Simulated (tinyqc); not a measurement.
MOS inversion layer, Poisson-Schroedinger loop: two steps of the calculation.

Electrons confined at an insulator interface at z = 0, treated as a hard wall; parabolic valleys, Hartree approximation, no image or exchange terms. The depletion charge lies far deeper than the electrons and gives a uniform field q Nd/(eps0 eps_r); the gate balances all charge. Energies are counted from the band edge at the interface.

Values chosen for this exercise; masses and permittivity close to those of germanium (100):
```
symbol  value   unit                                     meaning
eps_r    15.7                              relative permittivity
mz1     0.121     m0  mass along z of valley set A (4 valley(s))
Ns       1e13  cm^-2                  sheet density of electrons
hz       0.95     nm                                   mesh step
a         0.3                                      mixing factor
```

Constants: q = 1.602176634e-19 C, hbar = 1.054571817e-34 J s, m0 = 9.1093837015e-31 kg, eps0 = 8.8541878128e-14 F/cm where lengths are in cm, hbar^2/(2 m0) = 0.0380998212 eV nm^2. Results are converted to the units shown.

Problem 1. Levels and probability densities. Tridiagonal Hamiltonian with psi = 0 one step beyond both ends: H_ii = C (1/m_(i-1/2) + 1/m_(i+1/2))/hz^2 + V0_i + U_i, H_(i,i+1) = -C/(m_(i+1/2) hz^2), C = hbar^2/(2 m0). The lowest 2 level(s) are kept, normalised to hz sum |psi|^2 = 1. The mass is the same on all intervals.

```
node  fixed potential V0 (eV)  self-consistent potential U at the start (eV)
1                 0.001861378                                              0
2                 0.003722756                                              0
3                 0.005584134                                              0
4                 0.007445511                                              0
5                 0.009306889                                              0
6                 0.011168267                                              0
7                 0.013029645                                              0
8                 0.014891023                                              0
9                 0.016752401                                              0
10                0.018613778                                              0
11                0.020475156                                              0
12                0.022336534                                              0
13                0.024197912                                              0
14                0.026059290                                              0
15                0.027920668                                              0
16                0.029782045                                              0
17                0.031643423                                              0
18                0.033504801                                              0
19                0.035366179                                              0
```

Give: levels; |psi|^2 of A1; |psi|^2 of A2.

Solution 1.

levels (eV): A1 0.02550, A2 0.05321

```
node  |psi|^2 of A1 (1/nm)  |psi|^2 of A2 (1/nm)
1                   0.0063                0.0125
2                   0.0235                0.0428
3                   0.0473                0.0744
4                   0.0726                0.0909
5                   0.0946                0.0844
6                   0.1097                0.0591
7                   0.1165                0.0277
8                   0.1151                0.0050
9                   0.1068                0.0011
10                  0.0937                0.0178
11                  0.0781                0.0486
12                  0.0619                0.0822
13                  0.0466                0.1073
14                  0.0332                0.1164
15                  0.0221                0.1078
16                  0.0135                0.0851
17                  0.0073                0.0554
18                  0.0031                0.0271
19                  0.0008                0.0071
```

Problem 2. Density, output potential and mixing. n_i = sum_k N_k |psi_k|^2 (converted to cm^-3). Hartree part by Gauss: on the interval before node i the electrons still beyond are S_i = Ns - hz sum_(j<i) n_j, and U_i = U_(i-1) + q S_i hz/(eps0 eps_r) in eV, U_0 = 0 at the interface. Mixing: U(new) = U + a (U(out) - U).

```
node  z (nm)  self-consistent potential U at the start (eV)  |psi|^2 of A1 (1/nm)  |psi|^2 of A2 (1/nm)
1       0.95                                              0            0.00628795            0.01247364
2        1.9                                              0            0.02347631            0.04282117
3       2.85                                              0            0.04734006            0.07443464
4        3.8                                              0            0.07263747            0.09088849
5       4.75                                              0            0.09455597            0.08443688
6        5.7                                              0            0.10970047            0.05910540
7       6.65                                              0            0.11649451            0.02767385
8        7.6                                              0            0.11506499            0.00496091
9       8.55                                              0            0.10679408            0.00110379
10       9.5                                              0            0.09374504            0.01779782
11     10.45                                              0            0.07812939            0.04856028
12      11.4                                              0            0.06191443            0.08216385
13     12.35                                              0            0.04660296            0.10729158
14      13.3                                              0            0.03316785            0.11643497
15     14.25                                              0            0.02209795            0.10780791
16      15.2                                              0            0.01350641            0.08506252
17     16.15                                              0            0.00725998            0.05540473
18      17.1                                              0            0.00310176            0.02707929
19     18.05                                              0            0.00075398            0.00712986
```

N_k (cm^-2): A1 7.0959365e12, A2 2.9040635e12

Find: n; U(out); U after round 1.

Solution 2.

```
node  n (1e18 cm^-3)  U(out) (eV)  U after round 1 (eV)
1              0.808       0.1095                0.0328
2              2.909       0.2181                0.0654
3              5.521       0.3238                0.0971
4              7.794       0.4237                0.1271
5              9.162       0.5154                0.1546
6              9.501       0.5977                0.1793
7              9.070       0.6700                0.2010
8              8.309       0.7330                0.2199
9              7.610       0.7873                0.2362
10             7.169       0.8336                0.2501
11             6.954       0.8725                0.2618
12             6.779       0.9042                0.2713
13             6.423       0.9288                0.2787
14             5.735       0.9468                0.2840
15             4.699       0.9588                0.2876
16             3.429       0.9659                0.2898
17             2.124       0.9694                0.2908
18             1.006       0.9707                0.2912
19             0.261       0.9710                0.2913
```

Program tinyqc, `OMP_NUM_THREADS=1 python tinyqc.py 2160088 2160089 out.jsonl`; Intel Xeon 2.30GHz, shared host, one thread, about 0.7 s.
